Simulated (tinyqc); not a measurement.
## MOS inversion layer, Poisson-Schroedinger loop: effect of the sheet density of electrons

Electrons confined at an insulator interface at z = 0, treated as a hard wall; parabolic valleys, Hartree approximation, no image or exchange terms. The depletion charge lies far deeper than the electrons and gives a uniform field q Nd/(eps0 eps_r); the gate balances all charge. Energies are counted from the band edge at the interface.

Schroedinger equation -(C/mz) psi'' + (V0 + U) psi = E psi, C = hbar^2/(2 m0), psi(0) = 0, on a uniform mesh of 800 nodes with a far wall at 65 nm, 8 levels a set; V0 = q Nd z/(eps0 eps_r); dU/dz = q (Ns - integral of n from 0 to z)/(eps0 eps_r), U(0) = 0; N_k = g md m0 q Vt/(pi hbar^2) ln(1 + exp((EF - E_k)/Vt)), g the number of valleys of the set, sum N_k = Ns. Triangular well: E_k = a_k (C F^2/mz)^(1/3), a_1 = 2.338107, a_2 = 4.087949, C = hbar^2/(2 m0), F in eV/nm. Fang-Howard (all electrons in the lowest level of set A): b^3 = 6 (mz1/C) q (Nd + 11 Ns/32)/(eps0 eps_r), centroid 3/b, level C b^2/(4 mz1) + (3/b) q (Nd + 11 Ns/16)/(eps0 eps_r). The centroid adds 3.9 z_av/eps_r to an oxide-equivalent thickness. Shares under 0.0001 % are printed as 0.

Values chosen for this exercise; masses and permittivity close to those of In0.53Ga0.47As: temperature T = 200 K; relative permittivity eps_r = 14; mass along z of valley set A (1 valley(s)) mz1 = 0.0403 m0; in-plane density-of-states mass of set A md1 = 0.0412 m0; sheet density of depletion charge Nd = 4.5e11 cm^-2.

Constants: q = 1.602176634e-19 C, kB = 1.380649e-23 J/K, hbar = 1.054571817e-34 J s, m0 = 9.1093837015e-31 kg, Vt = kB T/q, eps0 = 8.8541878128e-14 F/cm where lengths are in cm, hbar^2/(2 m0) = 0.0380998212 eV nm^2. Results are converted to the units shown.

Effect of the sheet density of electrons:
columns A: Ns (cm^-2); B: A1 (meV); C: A2 (meV); D: EF (meV); E: share of A1 (%); F: share of A2 (%); G: centroid z_av (nm); H: added oxide equivalent (nm); I: Fang-Howard centroid (nm)
```
A          B    C     D     E     F     G     H     I
1e11    82.3  139  65.7  95.6  4.09  8.58  2.39  8.79
1.7e11  87.8  146  82.3  95.4  4.31  8.45  2.35  8.65
3.1e11  98.4  159   107  94.8  4.83  8.23  2.29  8.39
5.3e11   114  177   139  93.7  5.85  7.95  2.22  8.04
9.4e11   141  211   190  91.1  8.28  7.61  2.12  7.52
1.6e12   181  262   261  86.4  12.6  7.29  2.03  6.90
2.9e12   250  355   384  79.3  18.8  6.92  1.93  6.10
5e12     346  490   557  72.8  23.2  6.50  1.81  5.33
```

As Ns goes from 1e11 to 5e12, A1 rises from 82.3 to 346 meV, the share of A1 falls from 95.6 to 72.8 % and the centroid falls from 8.58 to 6.50 nm. A1 goes as Ns^(0.60) between the last two rows (a triangular well in the field of that charge alone gives 2/3). EF lies more than 2 meV above A1 for Ns = 3.1e11, 5.3e11, 9.4e11, 1.6e12, 2.9e12, 5e12. The Fang-Howard centroid is 2.5 % above the full one in the first row, where A1 holds 95.6 %, and 18 % below it in the last, where A1 holds 72.8 %. For Ns = 1.6e12, 2.9e12, 5e12 the energies exceed 0.25 eV, where non-parabolicity matters for so light a mass.

tinyqc, about 0.2 s, one thread, Intel Xeon 2.30GHz (shared host): `OMP_NUM_THREADS=1 python tinyqc.py 2160006 2160007 out.jsonl`
